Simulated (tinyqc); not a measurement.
## One electron in a tunnel-coupled double dot: charge qubit, sensing and quantum capacitance: peak signal against tunnel coupling

Basis (left, right), H = [[ep/2, tc], [tc, -ep/2]], splitting Om = sqrt(ep^2 + 4 tc^2), ep = al times the gate voltage. In equilibrium the electron is on the right with the chance P_R = [1 + (ep/Om) tanh(Om/2 kB T)]/2.

At ep = 0: q^2 al^2 dP_R/d(ep) splits into Cq = q^2 al^2 (2 tc^2/Om^3) tanh(Om/2 kB T) and Ct = q^2 al^2 (ep/Om)^2/(4 kB T cosh^2(Om/2 kB T)); Ct appears only if relaxation is faster than the drive. A resonator of frequency f0, capacitance Cp and quality factor Q shifts by df = -f0 Cq/(2 Cp) and its phase by -2 Q Cq/Cp. The slope dP_R/d(ep) there is tanh(tc/kB T)/(4 tc).

Values chosen for this exercise: electron temperature T = 0.071 K; lever arm of the gate on the detuning al = 0.08 eV/V; resonator frequency f0 = 253 MHz.

Constants: q = 1.602176634e-19 C, kB = 1.380649e-23 J/K, h = 6.62607015e-34 J s, Vt = kB T/q. Results are converted to the units shown.

Peak signal against tunnel coupling:

| tc (ueV) | tc/kB T | Cq (aF) | slope (1/ueV) | 2 tc/h (GHz) |
|---|---|---|---|---|
| 0.61 | 0.09970 | 41.76 | 0.04073 | 0.2950 |
| 1.1 | 0.1798 | 41.45 | 0.04043 | 0.5320 |
| 2 | 0.3269 | 40.47 | 0.03947 | 0.9672 |
| 3.5 | 0.5721 | 37.86 | 0.03692 | 1.693 |
| 6.3 | 1.030 | 31.49 | 0.03071 | 3.047 |
| 11 | 1.798 | 22.06 | 0.02151 | 5.320 |
| 20 | 3.269 | 12.78 | 0.01246 | 9.672 |
| 36 | 5.884 | 7.121 | 0.006944 | 17.41 |
| 65 | 10.62 | 3.944 | 0.003846 | 31.43 |
| 120 | 19.61 | 2.136 | 0.002083 | 58.03 |

The peak Cq falls from 41.8 to 2.14 aF: it levels off at q^2 al^2/(4 kB T) = 41.9 aF for weak coupling and goes as tc^(-1.00) between the last two rows. Below tc of about kB T the slope measures temperature rather than coupling. For tc = 0.61, 1.1 2 tc/h is less than three times the drive frequency f0, so the electron cannot follow adiabatically.

Program tinyqc, `OMP_NUM_THREADS=1 python tinyqc.py 2470108 2470109 out.jsonl`; Intel Xeon 2.30GHz, shared host, one thread, about 0.01 s.
